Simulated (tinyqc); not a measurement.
Periodic multilayer mirror for extreme ultraviolet light: sweeps and comparisons. A value that a table varies takes the place of the one given here.

s polarisation, vacuum above. q_j = sqrt(N_j^2 - sin^2 theta); interface r_jk = (q_j - q_k)/(q_j + q_k) exp(-2 (2 pi/lam)^2 q_j q_k sg^2) (Nevot-Croce; sg = 0 if not given); phase factor of a layer x_j = exp(4 pi i q_j d_j/lam). Each period has the spacer (thickness (1 - Gm) L) on top of the absorber (Gm L). In this recursion R is the amplitude; R in tables and results is the reflectance, its squared modulus. The substrate is of the spacer material. Starting with R = 0 in it, each interface upward gives R -> (r + R x)/(1 + r R x), x that of the layer below the interface (1 for the substrate).

Parameters, chosen for this exercise (optical constants near those of Mo and Si at 13.5 nm; not measured data):
- lam = 13.5 nm (wavelength)
- dA = (0.0735, 0.00678) (delta and beta of the absorber, N = 1 - delta + i beta)
- dS = (0.0009, 0.00187) (delta and beta of the spacer and the substrate)
- L = 6.86 nm (period)
- Gm = 0.33 (absorber share of the period)
- theta = 3 degrees (angle from the normal)
- sg = 0 nm (interface roughness)
- Np = 30 (periods)

## Number of periods

The last column sets both beta to zero.

Reflectance:
```
periods      R  R without absorption
5        0.082                 0.091
10       0.250                 0.302
15       0.410                 0.522
20       0.528                 0.696
30       0.651                 0.889
40       0.695                 0.961
50       0.710                 0.987
60       0.715                 0.996
80       0.717                 0.999
100      0.717                 1.000
```

What can be read from the table?

R reaches 0.695 at 40 periods and 0.717 at 100; it stays within 0.01 of the last value from 50 periods on. Without absorption the last value is 1.000: absorption, not the count of layers, caps the mirror.

## Wavelength

The optical constants are held fixed.

Reflectance:
```
lam (nm)      R
12.9      0.054
13.0      0.244
13.1      0.445
13.2      0.566
13.3      0.631
13.4      0.659
13.5      0.651
13.6      0.590
13.7      0.428
13.8      0.159
13.9      0.016
14.0      0.059
14.1      0.084
14.2      0.052
14.3      0.012
```

What can be read from the table?

The largest value listed is 0.659 at 13.4 nm, against lam_B = 2 L Re(mean q) = 13.360 nm. R exceeds half of that from 13.1 to 13.7 nm of the wavelengths listed, at least 4.4 % of the wavelength; a chain of ten mirrors narrows it, since R^10 falls to half where R has lost only 7 %.

## Absorber share

For each Gm the period is set so that lam_B = 2 L Re(mean q) equals lam - 0.09 nm.

Results:
```
Gm    L (nm)      R
0.15   6.795  0.370
0.20   6.820  0.499
0.25   6.845  0.587
0.30   6.870  0.640
0.35   6.896  0.669
0.40   6.922  0.683
0.45   6.948  0.685
0.50   6.974  0.677
0.60   7.028  0.636
0.70   7.082  0.550
```

What can be read from the table?

The largest value listed is 0.685 at 0.45. The contrast of a period goes as sin(pi Gm) and is largest at 0.5, while the loss grows with Gm; R is 0.677 at 0.5, 0.640 at 0.3 and 0.550 at 0.7. Contrast counts most here, so the best share lies near 0.5, a little below it through absorption.

## Angle of incidence

Results:
```
theta (degrees)  lam_B (nm)      R
0                    13.379  0.655
2                    13.370  0.654
4                    13.345  0.647
6                    13.302  0.627
8                    13.242  0.576
10                   13.165  0.450
12                   13.071  0.194
14                   12.960  0.019
16                   12.833  0.087
18                   12.688  0.060
20                   12.528  0.006
```

What can be read from the table?

lam_B = 2 L Re(mean q) falls with the angle, from 13.379 to 12.528 nm; the largest value listed is 0.655 at 0 degrees. R stays above 90 % of that value at 0, 2, 4 and 6 degrees, which bounds the cone of light that a mask or mirror with this period accepts.

## Tolerances

R of the mirror, and R^10 for a chain of ten such mirrors. Each row changes one parameter from the base and keeps the others.

Results:
```
case                         R     R^10
base                    0.6510   0.0137
L = 6.9 nm              0.6604   0.0158
Gm = 0.37               0.6582   0.0153
theta = 5 degrees       0.6390   0.0114
sg = 0.2 nm             0.6431   0.0121
dA = (0.0735, 0.00814)  0.6327   0.0103
lam = 13.55 nm          0.6292  0.00973
```

What can be read from the table?

The largest shifts from the base row, up to three for each result and ties (the steps differ in size, so this ranks the rows, not the parameters). R: lam -0.0218, dA -0.0183, theta -0.0120. R^10: lam -0.00394, dA -0.00339, theta -0.00232.

tinyqc: `OMP_NUM_THREADS=1 python tinyqc.py 1652771 1652772 out.jsonl`; about 0.01 s, one thread, shared Intel(R) Xeon(R) Processor @ 2.30GHz.
